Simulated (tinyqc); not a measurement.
Metal-interlayer-semiconductor contact, depinning against tunnelling resistance: contact resistivity against the interlayer thickness.

Zero bias, n-type semiconductor. Gap states at the semiconductor surface thin out as exp(-be ti), which unpins the barrier; electrons must then cross the interlayer (a rectangular barrier, no voltage drop across it) and the parabolic depleted layer, both by WKB. Energies E are counted from the Fermi level; no image force, parabolic bands.

S = 1/(1 + (1/S0 - 1) exp(-be ti)); phiB = S (phiM - chi) + (1 - S)(Eg - E0); xi = Ec - EF deep inside, from Nd = Nc F(-xi/Vt), F(x) = (2/sqrt(pi)) int_0^infinity sqrt(u) du/(1 + exp(u - x)); band bending U = phiB - xi; E00 = (hbar/2) sqrt(Nd/(eps0 eps_r mt m0)) in volts; A = 4 pi q mA m0 kB^2/h^3. With U = phiB - xi: for xi < E < phiB, y = (E - xi)/U and G1 = (U/E00) [sqrt(1 - y) - y ln((1 + sqrt(1 - y))/sqrt(y))], G1 = 0 above phiB; G2 = 2 ti sqrt(mi max(phiB + dE - E, 0)/C), C = hbar^2/(2 m0); f = 1/(1 + exp(E/Vt)); 1/rho_c = (A T^2/Vt^2) times the integral of exp(-G1 - G2) f over E from xi upwards. Shares under 0.001 % are printed as 0; rows without band bending are left out.

Values chosen for this exercise; semiconductor values close to those of gallium nitride; interlayer mass of the order of that in titanium dioxide, offset chosen freely: temperature T = 250 K; band gap Eg = 3.49 eV; relative permittivity eps_r = 9.35; electron affinity chi = 3.99 eV; conduction-band density of states at T Nc = 1.75e18 cm^-3; tunnelling mass in the semiconductor mt = 0.194 m0; Richardson mass mA = 0.195 m0; donor density Nd = 1.9e18 cm^-3; charge-neutrality level above the valence band E0 = 2.2 eV; pinning factor without interlayer S0 = 0.6; metal work function phiM = 4.06 eV; conduction-band offset of the interlayer above the semiconductor dE = 0.07 eV; tunnelling mass in the interlayer mi = 0.3 m0; decay constant of gap states through the interlayer be = 5.5 1/nm.

Constants: q = 1.602176634e-19 C, kB = 1.380649e-23 J/K, eps0 = 8.8541878128e-12 F/m, hbar = 1.054571817e-34 J s, h = 6.62607015e-34 J s, m0 = 9.1093837015e-31 kg, Vt = kB T/q, hbar^2/(2 m0) = 0.0380998212 eV nm^2. Results are converted to the units shown.

The same in every row: E00/Vt = 0.882.

Contact resistivity against the interlayer thickness:
```
ti (nm)	S	phiB (eV)	rho_c (ohm cm^2)	rho_c with G2 = 0 (ohm cm^2)	peak of the integrand (eV)	share above phiB (%)
0	0.600	0.558	1.42	1.42	0.274	0.0543
0.4	0.931	0.154	2.00e-6	8.79e-7	0.0810	6.71
0.8	0.992	0.0799	3.47e-7	8.86e-8	0.0494	22.9
1.2	0.999	0.0711	4.91e-7	6.93e-8	0.0485	32.1
1.6	1.00	0.0701	8.54e-7	6.75e-8	0.0517	40.2
2	1.00	0.0700	1.45e-6	6.73e-8	0.0556	49.6
2.4	1.00	0.0700	2.31e-6	6.72e-8	0.140	60.2
2.8	1.00	0.0700	3.39e-6	6.72e-8	0.140	70.8
3.2	1.00	0.0700	4.56e-6	6.72e-8	0.140	80.3
```

What does the comparison show?

As ti goes from 0 to 3.2, phiB falls from 0.558 to 0.0700 eV and rho_c goes from 1.42 through a minimum of 3.47e-7 (at ti = 0.8 among the rows listed) to 4.56e-6 ohm cm^2. At ti = 0.8 nm rho_c is 4.08e6 times lower than without interlayer: up to there the falling barrier gains more than tunnelling through the layer costs, beyond it the layer dominates. The ratio of rho_c to its value with G2 = 0 runs from 1.00 to 67.9.

Computed by the program tinyqc: `OMP_NUM_THREADS=1 python tinyqc.py 2270152 2270153 out.jsonl`, one thread of a shared Intel Xeon 2.30GHz, about 0.04 s for the whole run.
